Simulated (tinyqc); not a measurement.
What a measurement delay does to the time exponent: bias-temperature instability from a Gaussian distribution of capture and emission barriers. Computed by tinyqc, a small Python program. Command: `OMP_NUM_THREADS=1 python tinyqc.py 3009699 3009700 out.jsonl bti walk`. One thread of a shared host (Intel(R) Xeon(R) Processor @ 2.30GHz), about 0.01 s of CPU time with the checks.

Each trap has a capture time tau_0 exp(E_c/(k_B T)) under stress and an emission time tau_0 exp(E_e/(k_B T)) after it. E_c is Gaussian, and E_e = E_c + d with d Gaussian and independent. A trap counts as filled once t_s exceeds its capture time and as emptied once t_r exceeds its emission time.

Inputs (values chosen for the exercise, for a model p-channel transistor):

| quantity | value | unit |
|---|---|---|
| shift with all traps filled V_max | 220 | mV |
| mean capture barrier at zero field mu_c | 1.68 | eV |
| spread of capture barriers sigma_c | 0.39 | eV |
| lowering of mu_c per field k_F | 0.068 | eV/(MV/cm) |
| oxide field F | 5.4 | MV/cm |
| mean of E_e - E_c at the stress field, delta | 0.072 | eV |
| spread of E_e - E_c, sigma_d | 0.18 | eV |
| time constant tau_0 | 2e-10 | s |
| temperature T | 175 | C |
| stress time t_s | 2000 | s |

Constants: k_B = 8.617333262e-05 eV/K.

Method:
- Demarcation energies E_s = k_B T ln(t_s/tau_0), E_r = k_B T ln(t_r/tau_0); mean barrier mu = mu_c - k_F F; z = (E_s - mu)/sigma_c; Phi is the standard normal distribution.
- Temperatures in kelvin are T(C) + 273.15.
- Shift without recovery dV0 = V_max Phi(z); local time exponent n = d ln dV0/d ln t_s = (k_B T/sigma_c) exp(-z^2/2)/(sqrt(2 pi) Phi(z)); apparent activation energy n E_s.
- Remaining shift dV = V_max int_(-infinity)^(E_s) g(E_c) [1 - Phi((E_r - E_c - delta)/sigma_d)] dE_c, g the Gaussian density of E_c (Gauss-Legendre, 120 points over 7 sigma_c below E_s).
- Columns: no delay, and delays of 1 us, 1 ms and 1 s.

mean barrier mu = 1.3128 eV

Shift (mV):

| t_s (s) | no delay | 1 us | 1 ms | 1 s |
|---|---|---|---|---|
| 1.00e+00 | 27.30 | 25.77 | 20.31 | 8.83 |
| 1.00e+01 | 38.95 | 37.41 | 31.75 | 17.47 |
| 1.00e+02 | 53.32 | 51.78 | 46.06 | 30.01 |
| 1.00e+03 | 70.16 | 68.63 | 62.89 | 45.97 |
| 1.00e+04 | 88.91 | 87.37 | 81.63 | 64.39 |
| 1.00e+05 | 108.71 | 107.17 | 101.43 | 84.10 |
| 1.00e+06 | 128.58 | 127.04 | 121.30 | 103.95 |
| 1.00e+07 | 147.51 | 145.98 | 140.23 | 122.88 |

Between 10 and 1000 s the apparent exponent is 0.128 without delay, 0.132 at 1 us, 0.148 at 1 ms and 0.210 at 1 s: a slow measurement loses more of a short stress than of a long one, which steepens the curve. Without delay the exponent falls from 0.154 to 0.060 over the table, so the growth is not a true power law. Caution: step-function filling and one Gaussian population are simplifications; real devices show several populations.
